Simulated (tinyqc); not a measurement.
One electron in a tunnel-coupled double dot: charge qubit, sensing and quantum capacitance: one step of the calculation.

Basis (left, right), H = [[ep/2, tc], [tc, -ep/2]], splitting Om = sqrt(ep^2 + 4 tc^2), ep = al times the gate voltage. In equilibrium the electron is on the right with the chance P_R = [1 + (ep/Om) tanh(Om/2 kB T)]/2.

Question. Dephasing by charge noise. Noise in ep shifts Om by (ep/Om) d + (2 tc^2/Om^3) d^2. For Gaussian d of deviation se the spread of Om is sqrt[(ep se/Om)^2 + 2 (2 tc^2 se^2/Om^3)^2], and T2* is estimated as sqrt(2) hbar/spread; Om T2*/h counts the oscillations within T2*.

Inputs (values chosen for the exercise): tunnel coupling tc = 14 ueV; deviation of quasi-static detuning noise se = 3.6 ueV; detuning ep = 39 ueV.

Constants: q = 1.602176634e-19 C, hbar = 1.054571817e-34 J s, h = 6.62607015e-34 J s. Results are converted to the units shown.

Find: first-order spread; second-order spread; T2*; oscillations within T2*.

Answer.

first-order spread = 2.924 ueV
second-order spread = 0.06492 ueV
T2* = 0.3182 ns
oscillations within T2* = 3.694

At ep = 0 the first-order term vanishes and T2* would be 2.84 ns.

Program tinyqc, `OMP_NUM_THREADS=1 python tinyqc.py 2470042 2470043 out.jsonl`; Intel Xeon 2.30GHz, shared host, one thread, about 0.01 s.
